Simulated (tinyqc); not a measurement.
Two-dimensional dopant profile at a mask edge: lateral junction, overlap and effective channel length: one step, computed by the program tinyqc.

Ions enter for y < 0; the mask (spacer, then gate) covers y > 0. x is the depth. The surface reflects dopant during the anneal.

Problem. Lateral junction at the surface. Widths s_x^2 = (vertical straggle)^2 + 2 D t, s_y^2 = (lateral straggle)^2 + 2 D t. C(x, y) = V(x) (1/2) erfc(y/(sqrt2 s_y)), V(x) = Q/(sqrt(2 pi) s_x) [exp(-(x - R_p)^2/(2 s_x^2)) + exp(-(x + R_p)^2/(2 s_x^2))]; 1 nm = 1e-7 cm. The lateral junction at depth x solves C = C_B: y_j(x) = sqrt2 s_y erfc^-1(2 C_B/V(x)). Overlap under the gate = y_j(0) - spacer; metallurgical channel L_met = L_g - 2 overlap (tails from the two sides are not added). Abruptness at y_j(0) in nm per decade = ln(10) s_y sqrt(pi/2) exp(u^2) erfc(u), u = y_j/(sqrt2 s_y). Overlap capacitance per width = 3.9 eps_0 overlap/t_ox (zero if there is no overlap).

Inputs (values chosen for the exercise, modelled on a source-drain extension in silicon):
```
quantity,value,unit
channel doping C_B,1.4e+17,1/cm^3
gate length L_g,23,nm
offset spacer,2.2,nm
oxide thickness,5,nm
```

s_y = 1.915724 nm

V at the surface = 1.141205e+20 1/cm^3

vertical junction x_j = 11.61779 nm

Constants: eps_0 = 8.8541878128e-12 F/m.

Give: lateral junction y_j(0); ratio y_j(0)/x_j; overlap; metallurgical channel L_met; lateral abruptness; overlap capacitance.

Solution.

lateral junction y_j(0) = 5.803 nm

ratio y_j(0)/x_j = 0.4995

overlap = 3.603 nm

metallurgical channel L_met = 15.79 nm

lateral abruptness = 1.333 nm/decade

overlap capacitance = 0.02488 fF/um

The two overlaps take 31 % of the gate length. Caution: the peak exceeds usual solubilities, so part of the dose is inactive and diffusion is concentration dependent. Caution: the profile peaks below the surface, where the junction reaches further under the gate than y_j(0); the overlap given is the one at the surface.
